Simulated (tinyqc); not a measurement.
Coupled-perturbed Hartree-Fock on RHF in the sto-3g basis, for B+, spin multiplicity 1, step by step. One step of it, computed by the program tinyqc.

Task: Response to a field: uncoupled start. Field along z; U_ai = -mu_ai / (e_a - e_i), alpha = -4 sum U_ai mu_ai.

orbital energies (hartree): [-7.986287, -0.849252, -0.200518, -0.200518, -0.200518]

dipole integrals <a|z|i> (bohr), order a3, a4, a5:
```
[[0.000000, 0.000000],
 [0.000000, 0.000000],
 [0.115057, 0.970112]]
```

Give: uncoupled U; uncoupled polarisability.

Result:

uncoupled U, order a3, a4, a5:
```
[[0.000, 0.000],
 [0.000, 0.000],
 [-0.015, -1.495]]
```

uncoupled polarisability = 5.810 bohr^3
